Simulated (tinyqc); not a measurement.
## Via and link resistance from two via chains

Question. A chain of 2000 vias joined by 2000 metal links has R = 2000 (Rv + Rlink), with Rlink proportional to the link length. Find Rv, Rlink for length L, and the value of Rv that the short chain would give if the links were ignored.

resistance of chains of 2000 links with link lengths L and 3 L (ohm): 1.238e5  1.514e5

Answer. R per link is a straight line in the link length; its intercept at zero length is Rv.

Rv = 55.0 ohm
Rlink = 6.90 ohm
Rv without correction = 61.9 ohm

Computed by the program tinyqc: `OMP_NUM_THREADS=1 python tinyqc.py 2750010 2750011 out.jsonl`, one thread of a shared Intel Xeon 2.30GHz, about 0.01 s for the whole run.
